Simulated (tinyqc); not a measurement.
From results back to parameters: coherent potential approximation for a binary alloy with a semi-elliptic band. Two cases, with inputs chosen for the exercise.

Problem. With levels eA = -x d and eB = (1 - x) d on a semi-elliptic band of half width W, the alloy density has second moment W^2/4 + x (1 - x) d^2 and third moment x (1 - x)(1 - 2x) d^3 about its centre (exact, and kept by the CPA). The moments below come from hidden x and d > 0.

Find: d; x.

Method. v = m2 - W^2/4 = x (1 - x) d^2 and u = m3/v = (1 - 2x) d; then d^2 = u^2 + 4v and x = (1 - u/d)/2.

Case 1.

Values chosen: W = 2 eV (half width of the pure band).
second moment = 1.011421 eV^2
third moment = 0.004523 eV^3

Solution.

d = 0.45 eV
x = 0.06

Case 2.

Values chosen: W = 3 eV (half width of the pure band).
second moment = 2.343415 eV^2
third moment = 0.020645 eV^3

Solution.

d = 0.65 eV
x = 0.33

Computed by tinyqc, one run a case: `OMP_NUM_THREADS=1 python tinyqc.py N N+1 out.jsonl` with N = 1480013, 1480117; one thread of a shared Intel(R) Xeon(R) Processor @ 2.30GHz, about 0.01 s a run at most.
